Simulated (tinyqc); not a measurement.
Doping: the thermoelectric optimum: Boltzmann transport in a parabolic band with a power-law relaxation time.

F_j(eta) = (1/Gamma(j + 1)) integral_0^infinity x^j dx/(1 + exp(x - eta)), which tends to exp(eta) for eta << 0.

n = N F_1/2(eta) with N = 2 (m kB T/(4 pi c))^(3/2) with c = hbar^2/2m0, in 1/angstrom^3; times 1e24 for 1/cm^3, m = md.

tau = tau0 x^r with x = E/kT. With K_j = Gamma(j + 1) F_j(eta): <tau> = tau0 (r + 3/2) K_(r+1/2)/((3/2) K_(1/2)); mu = <tau>/(mc m0/e), m0/e = 5.685630e-12 kg/C; Hall factor rH = (3/2) K_(1/2) (2r + 3/2) K_(2r+1/2)/((r + 3/2) K_(r+1/2))^2; Seebeck S = -(kB/e) [(r + 5/2) K_(r+3/2)/((r + 3/2) K_(r+1/2)) - eta]; Lorenz number L = (kB/e)^2 [(r + 7/2) K_(r+5/2)/((r + 3/2) K_(r+1/2)) - ((r + 5/2) K_(r+3/2)/((r + 3/2) K_(r+1/2)))^2]; kB/e in V/K. Valley anisotropy is left out of rH.

Constants: hbar^2/2m0 = 3.80998211 eV angstrom^2; kB = 8.617333262e-05 eV/K.

Values chosen for the exercise (masses near those of GaN; tau0 is set for a mobility of the usual size at this n, kL is a free input; freeze-out and phonon drag, which matter near 77 K, are left out; shifted at random, so the results belong to these values and not to a real crystal): md = 0.201 m0 (density-of-states mass); mc = 0.201 m0 (conductivity mass); tau0 = 600 fs (tau at E = kT); r = -0.5 (exponent of tau); T = 77 K; kL = 6 W/(m K) (lattice thermal conductivity).

tau0 is held fixed. sigma = e n mu with e = 1.602176634e-19 C; ZT = S^2 sigma T/(kL + L sigma T).

Results:
```
n (1/cm^3)    eta  mu (cm^2/(V s))  sigma (S/cm)     rH  S (microvolt/K)  L (1e-8)  S^2 sigma (mW/(m K^2))       ZT
3.0e+15     -4.58         3.94e+03          1.90  1.177             -568     1.487                  0.0611  0.00078
9.0e+15     -3.48         3.93e+03          5.67  1.176             -473     1.491                   0.127   0.0016
3.0e+16     -2.25         3.89e+03          18.7  1.171             -370     1.504                   0.257   0.0033
9.0e+16     -1.08         3.79e+03          54.6  1.158             -278     1.540                   0.422   0.0054
2.0e+17     -0.15         3.61e+03           116  1.139             -214     1.600                   0.529   0.0068
4.0e+17      0.78         3.36e+03           215  1.112             -161     1.696                   0.560   0.0072
7.0e+17      1.68         3.07e+03           345  1.085             -123     1.813                   0.522   0.0067
1.0e+18      2.37         2.86e+03           458  1.068             -101     1.906                   0.471   0.0060
3.0e+18      5.53         2.14e+03      1.03e+03  1.024              -51     2.215                   0.265   0.0033
7.0e+18      9.92         1.65e+03      1.85e+03  1.008              -29     2.362                   0.151   0.0018
```

What does the comparison show, and why?

|S| falls by 197 microvolt/K from the first to the third row (198 a decade in the non-degenerate range; holes, which count near the intrinsic density, and non-parabolicity are left out). The power factor peaks at 4e+17 1/cm^3 of those listed (eta = 0.78, S = -161); ZT is largest at 4e+17 1/cm^3 (eta = 0.78). mu changes by a factor 0.42 over the table and rH goes from 1.177 to 1.008. A real tau0 would fall with doping.

(tinyqc, `OMP_NUM_THREADS=1 python tinyqc.py 1681359 1681360 out.jsonl`, Intel(R) Xeon(R) Processor @ 2.30GHz, 1 thread, shared host, about 0.01 s.)
